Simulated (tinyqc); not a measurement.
Shortcuts against the integral: sheet resistance and Hall data of a diffused or implanted layer. Computed by tinyqc, a small Python program. Command: `OMP_NUM_THREADS=1 python tinyqc.py 3018953 3018954 out.jsonl layer walk`. One thread of a shared host (Intel(R) Xeon(R) Processor @ 2.30GHz), about 0.01 s of CPU time with the checks.

Carriers are taken equal to the net active doping down to the junction (full ionisation, which deep dopants in wide-gap hosts do not reach; no spill-over, no depletion), and the Hall factor is 1.

Inputs (values chosen for the exercise, modelled on donors in GaAs):
```
quantity,value,unit
mu_min,487,cm^2/(V s)
mu_max,9560,cm^2/(V s)
N_ref,6e+16,1/cm^3
exponent alpha,0.4,-
peak concentration N_0,4.6e+17,1/cm^3
length scale l,36,nm
background doping N_B (opposite type),1.5e+16,1/cm^3
projected range R_p,98,nm
```

Profile: buried Gaussian (implant). Activation: complete.

Constants: e = 1.602176634e-19 C.

Method:
- N(x) = N_0 exp(-(x - R_p)^2/(2 l^2)) for x > 0, dose N_0 l sqrt(pi/2) erfc(-R_p/(l sqrt 2)), junction x_j = R_p + l sqrt(2 ln(N_0/N_B)); the layer starts at x_0 = max(0, 2 R_p - x_j).
- Mobility mu = mu_min + (mu_max - mu_min)/(1 + (N_t/N_ref)^alpha), N_t = active doping + N_B; carriers n = active doping - N_B, all dopants active.
- Integrals from x_0 (0 unless stated) to x_j by the midpoint rule on 400 even intervals: 1/R_s = e int n mu dx; sheet density n_s = int n dx; Hall sheet density (int n mu dx)^2/int n mu^2 dx; Hall mobility int n mu^2 dx/int n mu dx.
- Mean conductivity 1/(R_s x_j); mean mobility 1/(e n_s R_s).
- Shortcuts: R_s = 1/(e Q mu) with the dose Q and the mobility at the (active) peak concentration; 1/(e n_s mu) with mu at N_t = n_s/x_j + N_B; 1/(e Q mu_max).

sheet resistance R_s = 456.831 ohm

dose = 4.13752e+12 1/cm^2

sheet density n_s = 3.83152e+12 1/cm^2

junction depth x_j = 192.196 nm

Sheet resistances:
```
method,R_s (ohm),deviation (%)
integral,456.83,0.000
"dose, mobility at the peak",464.64,1.710
"n_s, mobility at the mean concentration",418.49,-8.394
"dose, mu_max",157.79,-65.459
```

What follows from these numbers?

The closest shortcut is «dose, mobility at the peak» (+1.7 %). The peak mobility is the lowest in the layer, so with full activation it overestimates R_s.

Extremes, crossings and ranges named in words are read from the listed rows.
